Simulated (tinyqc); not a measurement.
Inversion-layer mobility, back-scattering and ballistic limit of a field-effect transistor: one step, computed by the program tinyqc. Command: `OMP_NUM_THREADS=1 python tinyqc.py 3023298 3023299 out.jsonl mos walk`. One thread of a shared host (Intel(R) Xeon(R) Processor @ 2.30GHz), about 0.01 s of CPU time with the checks.

The charge at the top of the source barrier is fixed by the gate; series resistance and short-channel effects are left out. F_j are Fermi integrals normalised to exp(eta) in the classical limit.

Question. Back-scattering. F_j(eta) = (1/Gamma(j + 1)) int_0^infinity x^j/(1 + exp(x - eta)) dx, F_0 = ln(1 + exp(eta)). Integrals over x = E/(k_B T) use 160 Gauss-Legendre points in u = sqrt(x) from 0 to sqrt(max(eta, 0) + 32). Ballistic channel: N_2D = g_v m k_B T/(pi hbar^2), U = e V_D/(k_B T); eta_F solves N_inv = (N_2D/2)[F_0(eta_F) + F_0(eta_F - U)]; v_T = sqrt(2 k_B T/(pi m)); I/W = e (N_2D/2) v_T [F_1/2(eta_F) - F_1/2(eta_F - U)]; injection velocity v_T F_1/2(eta_F)/F_0(eta_F). Mean free path lambda = (2 k_B T/e)(mu/v_T) F_0(eta_0)/F_-1/2(eta_0), with eta_0 from N_inv = N_2D F_0(eta_0); critical length l = L (1 + U)^(-a), an empirical rule; back-scattering r = l/(l + lambda). Then eta solves N_inv = (N_2D/2)[(1 + r) F_0(eta) + (1 - r) F_0(eta - U)] and I/W = e (N_2D/2) v_T (1 - r)[F_1/2(eta) - F_1/2(eta - U)]. Ballistic ratio: I over the ballistic current. Apparent mobility 1/(1/mu + 1/mu_B), mu_B = mu L/lambda.

Inputs (values chosen for the exercise, modelled on an InGaAs n-channel):

| quantity | value | unit |
|---|---|---|
| transport mass m | 0.045 | m_0 |
| valley degeneracy g_v | 1 | - |
| gate overdrive V_G - V_T | 0.21 | V |
| drain voltage V_D | 0.89 | V |
| channel length L | 650 | nm |
| exponent a of the critical length | 0.56 | - |
| temperature T | 300 | K |

Statistics at the top of the barrier: Fermi-Dirac.

inversion density N_inv = 1.508693e+12 1/cm^2

effective mobility mu = 1423.422 cm^2/(V s)

Constants: m_0 = 9.1093837015e-31 kg; k_B = 1.380649e-23 J/K; hbar = 1.054571817e-34 J s; k_B = 8.617333262e-05 eV/K; e = 1.602176634e-19 C.

Give: eta_0; mean free path lambda; critical length l; back-scattering coefficient r; current I/W; ballistic ratio; apparent low-field mobility.

Answer.

eta_0 = 3.0587

mean free path lambda = 48.060 nm

critical length l = 88.163 nm

back-scattering coefficient r = 0.64720

current I/W = 207.85 microampere/micrometre

ballistic ratio = 0.17518

apparent low-field mobility = 1325.4 cm^2/(V s)

L/lambda = 13.52, but at this drain voltage only the first 88.2 nm can return a carrier to the source, so the device works at 18 % of its ballistic limit. Caution: the current exceeds the long-channel drift law, so the empirical rule for l, meant for short channels, is too generous here. Caution: in a degenerate gas the layer that can return carriers is set by E_F rather than k_B T, so l is underestimated.
